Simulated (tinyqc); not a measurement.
Mobility of a non-polar semiconductor in the relaxation-time approximation: one step, computed by the program tinyqc. Command: `OMP_NUM_THREADS=1 python tinyqc.py 3025512 3025513 out.jsonl rta walk`. One thread of a shared host (Intel(R) Xeon(R) Processor @ 2.30GHz), about 0.01 s of CPU time with the checks.

Each valley is treated as a sphere of mass m_d for states and rates, with one isotropic relaxation time; the conductivity mass m_c sets the current.

Problem. Fermi level and screening. Parabolic band: E = hbar^2 k^2/(2 m), speed v = hbar k/m, states per spin, volume and energy g(E) = m k/(2 pi^2 hbar^2). Here m = m_d. Masses are multiplied by m_0 and all formulas are in SI units. The reduced Fermi level eta = E_F/(k_B T) solves n = 2 Z int g f dE with f = 1/(1 + exp(x - eta)) (Z = 1 unless valleys are given); screening length L_s = sqrt(eps_s eps_0 k_B T/(e^2 dn/deta)), dn/deta = 2 Z int g f (1 - f) dE. Integrals over x = E/(k_B T) use 160 Gauss-Legendre points in u = sqrt(x) from 0 to sqrt(max(eta, 0) + 32).

Inputs (values chosen for the exercise, modelled on holes in germanium):
```
quantity                     value    unit
equivalent valleys Z             1       -
static permittivity eps_s       16       -
carrier density n          2.1e+14  1/cm^3
temperature T                  400       K
```

Band: parabolic. Impurity formula: Brooks-Herring. Further scattering: none.

density-of-states mass m_d = 0.302 m_0

Constants: k_B = 8.617333262e-05 eV/K; m_0 = 9.1093837015e-31 kg; e = 1.602176634e-19 C; hbar = 1.054571817e-34 J s; eps_0 = 8.8541878128e-12 F/m; k_B = 1.380649e-23 J/K.

Give: reduced Fermi level eta; screening length L_s.

Solution.

reduced Fermi level eta = -10.33

screening length L_s = 381.0 nm

The gas is non-degenerate (eta < -2), and L_s is close to the Debye length.
